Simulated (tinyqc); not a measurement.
Tunnelling through a two-layer gate stack, WKB transmission and Tsu-Esaki current: one step of the calculation.

Electrons leave the emitter at x = 0. Energies E (motion across the layers) are in eV from the emitter Fermi level; the collector Fermi level lies at -V and offers states at every E. No charge in the dielectric and no image force: F1 = V/(t1 + t2 eps1/eps2), F2 = F1 eps1/eps2; U = phi1 - F1 x in layer 1 and phi2 - F1 t1 - F2 (x - t1) in layer 2. With C = hbar^2/(2 m0), kappa = sqrt(m (U - E)/C) where U > E and 0 elsewhere; T(E) = exp(-S), S = 2 times the integral of kappa over x.

Task. WKB exponent in closed form. Each layer adds (2/F) sqrt(m/C) [G(u at its left edge) - G(u at its right edge)] to S, with u = U - E (0 where negative) and G(u) = (2/3) u^1.5. The slope follows from 1/d = -dS/dE.

Parameters, values chosen for the exercise; layer 1 close to silicon dioxide, layer 2 close to hafnium oxide: barrier of layer 1 above the emitter Fermi level at zero bias phi1 = 3.2 eV; tunnelling mass of layer 1 m1 = 0.52 m0; thickness of layer 1 t1 = 0.8 nm; relative permittivity of layer 1 eps1 = 3.86; barrier of layer 2 at zero bias phi2 = 1.53 eV; tunnelling mass of layer 2 m2 = 0.19 m0; thickness of layer 2 t2 = 3.5 nm; relative permittivity of layer 2 eps2 = 21.3; voltage across the dielectric V = 0.5 V; energy of the electron followed E = 0 eV.

Constants: q = 1.602176634e-19 C, hbar = 1.054571817e-34 J s, m0 = 9.1093837015e-31 kg, hbar^2/(2 m0) = 0.0380998212 eV nm^2. Results are converted to the units shown.

Find: S; T(E); energy d over which T(E) grows by a factor e.

Result.

S = 27.028
T(E) = 1.8277e-12
energy d over which T(E) grows by a factor e = 0.11090 eV

The midpoint rule gives S = 27.028, so its T(E) is 0.021 % below this value. The band edge stays above E through the whole stack: direct tunnelling through a trapezoid.

Program tinyqc, `OMP_NUM_THREADS=1 python tinyqc.py 2540080 2540081 out.jsonl`; Intel Xeon 2.30GHz, shared host, one thread, about 0.03 s.
